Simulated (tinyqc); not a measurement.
## Square on-chip spiral inductor, lumped pi model: effect of the substrate resistivity

Outer diameter do = di + 2 n wd + 2 (n - 1) sp, mean da = (do + di)/2, fill p = (do - di)/(do + di), length l = 4 n da. L = 2.34 mu0 n^2 da/(1 + 2.75 p), mu0 = 4 pi 1e-7 H/m. Rs = rho l/(wd delta (1 - exp(-th/delta))), delta = sqrt(rho/(pi f mu0)). Cs = n wd^2 eps0 eo/hu across the coil. At each end Cox = l wd eps0 eo/(2 ho) leads to the substrate branch Rsi = 2 rs he/(l wd) in parallel with Csi = l wd eps0 11.7/(2 he). With one end grounded Y = 1/(Rs + i w L) + i w Cs + 1/[1/(i w Cox) + 1/(1/Rsi + i w Csi)], w = 2 pi f; Q = -Im Y/Re Y. Eddy currents in neighbouring turns and in the substrate are left out.

Peak Q and its frequency from a search over f; self-resonance where Im Y = 0; Q at the given f (negative beyond resonance).

Inputs (values chosen for the exercise); values of the order met in silicon radio-frequency processes:
- n = 5.5 (number of turns)
- wd = 15 um (line width)
- sp = 3 um (space between turns)
- di = 60 um (inner diameter)
- th = 4 um (metal thickness)
- rho = 2.2 uohm cm (metal resistivity)
- ho = 4.5 um (oxide below the coil)
- hu = 1.1 um (oxide between coil and underpass)
- eo = 3 (relative permittivity of the oxide)
- he = 50 um (effective spreading depth in the substrate)
- f = 3.3 GHz (frequency)

Constants: eps0 = 8.8541878128e-12 F/m. Results are converted to the units shown.

The same in every row: L (nH) = 5.154; do (um) = 252.0.

Effect of the substrate resistivity:
```
rs (ohm cm)	peak Q	f of the peak (GHz)	self-resonance (GHz)	Q at f
0.1	16.87	2.398	5.197	14.89
1	15.27	1.975	5.224	10.23
3	13.75	1.649	5.444	6.344
10	11.92	1.332	7.150	4.347
30	11.00	1.293	8.248	6.513
100	13.69	2.158	8.400	12.44
1000	20.71	3.569	8.415	20.63
10000	22.49	3.895	8.416	22.09
```

Read the table: what changes, and by how much?

As rs goes from 0.1 to 10000, L stays at 5.15 nH, the peak Q goes from 16.9 through a minimum of 11.0 (at rs = 30 among the rows listed) to 22.5, its frequency goes from 2.40 through a minimum of 1.29 (at rs = 30 among the rows listed) to 3.89 GHz and the self-resonance rises from 5.20 to 8.42 GHz. In this model both a very low and a very high resistivity dissipate little: the first shorts the branch to a pure Cox, the second blocks the current. For rs = 0.1, 1 eddy currents in the substrate, left out, would lower Q markedly.

Computed by the program tinyqc: `OMP_NUM_THREADS=1 python tinyqc.py 2302133 2302134 out.jsonl`, one thread of a shared Intel Xeon 2.30GHz, about 0.01 s for the whole run.
